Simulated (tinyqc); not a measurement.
Thermal boundary conductance by the acoustic and diffuse mismatch models: one step, computed by the program tinyqc.

Each side has one longitudinal and two transverse Debye branches, omega = v q up to q_D = (6 pi^2 n)^(1/3), with n counting all atoms. Scattering at the interface is elastic. Electrons are left out of G, also for metals. Melting is ignored. G refers to the temperatures of the phonons sent towards the interface. Linear branches over all atoms overstate G at high T, most for crystals with several atoms a cell.

Task: Cut-off frequencies and impedances. omega_c = v q_D for each branch, given as hbar omega_c/k_B; impedance Z = rho v.

Inputs (values chosen for the exercise, modelled on aluminium nitride (side 1) and tungsten (side 2)):

| quantity | value | unit |
|---|---|---|
| density rho_1 | 3.18 | g/cm^3 |
| longitudinal velocity vL_1 | 10800 | m/s |
| transverse velocity vT_1 | 6220 | m/s |
| atom density n_1 | 98.5 | 1/nm^3 |
| density rho_2 | 19.3 | g/cm^3 |
| longitudinal velocity vL_2 | 5190 | m/s |
| transverse velocity vT_2 | 2930 | m/s |
| atom density n_2 | 63.4 | 1/nm^3 |

Structure: superlattice.

Constants: hbar = 1.054571817e-34 J s; k_B = 1.380649e-23 J/K.

Give: Branches.

Result:

Branches:

| branch | v (m/s) | cut-off (K) | Z (1e6 kg/(m^2 s)) |
|---|---|---|---|
| L, side 1 | 10800 | 1485 | 34.3440 |
| T, side 1 | 6220 | 855 | 19.7796 |
| L, side 2 | 5190 | 616 | 100.1670 |
| T, side 2 | 2930 | 348 | 56.5490 |
